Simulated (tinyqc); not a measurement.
Correction of a charged-defect supercell by a model charge and potential alignment (plane-averaged potentials). From one set of inputs to another, one input at a time. Computed by tinyqc, a small Python program. Command: `OMP_NUM_THREADS=1 python tinyqc.py 3112898 3112899 out.jsonl align ladder`. One thread of a shared host (Intel(R) Xeon(R) Processor @ 2.30GHz), about 0.02 s of CPU time with the checks.

The "true" defect charge is (1 - x) q in a Gaussian of width sigma plus x q in one of width sigma_t, so the exact answer is known; the correction sees only a single model Gaussian of width sigma_m. A Gaussian of width s has the transform rho(G) = exp(-G^2 s^2/2), normalised to 1. A uniform background cancels q, so G = 0 is left out. Potentials are those felt by a unit positive charge. E_0 is the formation energy of the isolated defect, E_cell its value in the supercell, E_lat = E_iso - E_per of the model charge, C the true less the model potential far from the defect; the exact correction is E_0 - E_cell, and the error of a scheme is E_cell plus its correction less E_0.

The inputs printed are set A. Inputs not listed in the table keep their values of set A, so the rows need not describe a real material.

Inputs (values chosen for the exercise, with screening close to that of silicon): defect charge q = 1 e; dielectric constant eps = 11.4; edge of the cubic cell L = 13.6 angstrom; width sigma of the true defect charge = 1.2 angstrom; width sigma_m of the model charge = 0.84 angstrom; share x of the charge in a wide tail = 0.076; width sigma_t of the tail = 1.9 angstrom; formation energy of the isolated defect E_0 = 4.11 eV.

Constants: e^2/(4 pi eps_0) = 14.39964548 eV angstrom.

Method:
- Periodic energy E_per = (2 pi q^2/(eps L^3)) (e^2/(4 pi eps_0)) sum_(G != 0) rho(G)^2/G^2, G = (2 pi/L)(n1, n2, n3), |n_i| <= 16. Isolated energy: two Gaussians of charges q_a, q_b and widths a, b interact by q_a q_b (e^2/(4 pi eps_0 eps)) sqrt(2/pi)/sqrt(a^2 + b^2), and the self-energy is half the sum over pairs.
- Supercell value E_cell = E_0 + E_per - E_iso for the true charge.
- E_lat = E_iso - E_per for the model charge; point-charge value alpha q^2 e^2/(4 pi eps_0 eps 2 L) with alpha = 2.837297.
- Plane-averaged potential at distance z from the defect: V(z) = (4 pi q/(eps L^3)) (e^2/(4 pi eps_0 e)) sum_(m != 0) rho(G_m) cos(G_m z)/G_m^2, G_m = 2 pi m/L, |m| <= 40.
- C = difference at z = L/2; E_corr = E_cell + E_lat - q C. For charges that have died out at L/2, C = (2 pi q/(eps L^3)) (e^2/(4 pi eps_0 e)) (<s^2> - sigma_m^2), <s^2> = (1 - x) sigma^2 + x sigma_t^2.

Each row keeps all changes above it:
```
input moved                                        from    to  exact correction (eV)  E_lat (eV)  alignment C (V)
set A                                                 -     -                0.12670     0.12953        0.0028364
width sigma of the true defect charge (angstrom)    1.2   1.3                0.12597     0.12953        0.0035652
share x of the charge in a wide tail              0.076     0                0.12643     0.12953        0.0031059
dielectric constant eps                            11.4  22.3                0.06463     0.06622        0.0015877
edge of the cubic cell L (angstrom)                13.6  16.8                0.05308     0.05392        0.0008423
width sigma_t of the tail (angstrom)                1.9   2.1                0.05308     0.05392        0.0008423
width sigma_m of the model charge (angstrom)       0.84   1.2                0.05308     0.05329        0.0002139
```

Which inputs carry the difference?

Exact correction goes from 0.127 to 0.0531, a factor 0.419 in all. The largest single move comes from dielectric constant eps (a factor 0.511). E_lat goes from 0.130 to 0.0533, a factor 0.411 in all. The largest single move comes from dielectric constant eps (a factor 0.511). Alignment C goes from 0.00284 to 2.14e-4, a factor 0.0754 in all. The largest single move comes from width sigma_m of the model charge (a factor 0.254), and width sigma of the true defect charge works against it (a factor 1.26). The single moves hold for this order of the switches; the total does not depend on the order.

Extremes, crossings and ranges named in words are read from the listed rows.
